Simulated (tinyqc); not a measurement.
FinFET, parasitic resistance, capacitance and delay: one step of the calculation.

Nf fins under one contact; each has gated perimeter p = 2 Hf + Wf and cross-section A = Hf Wf; contact width Wc = Nf pf, stack height Hs = Hf. Contact length Lc = CPP - Lg - 2 Lsp, shared by two neighbouring gates. Source and drain sides are equal. The formulas are first-order estimates, not field solutions.

Problem. Effective current, delay and energy. Ieff = (IH + IL)/2, delay CL Vdd/(2 Ieff), energy CL Vdd^2, with CL the load of an inverter that drives an equal one.

Values chosen for this exercise:
- Vdd = 0.65 V (supply voltage)

IH = I(Vdd, Vdd/2) = 270.15430 uA
IL = I(Vdd/2, Vdd), solved likewise = 67.774013 uA
CL = 1084.3686 aF

Find: Ieff; delay; energy.

Solution.

Ieff = 168.96 uA
delay = 2.0858 ps
energy = 458.15 aJ

tinyqc, about 0.03 s, one thread, Intel Xeon 2.30GHz (shared host): `OMP_NUM_THREADS=1 python tinyqc.py 2170034 2170035 out.jsonl`
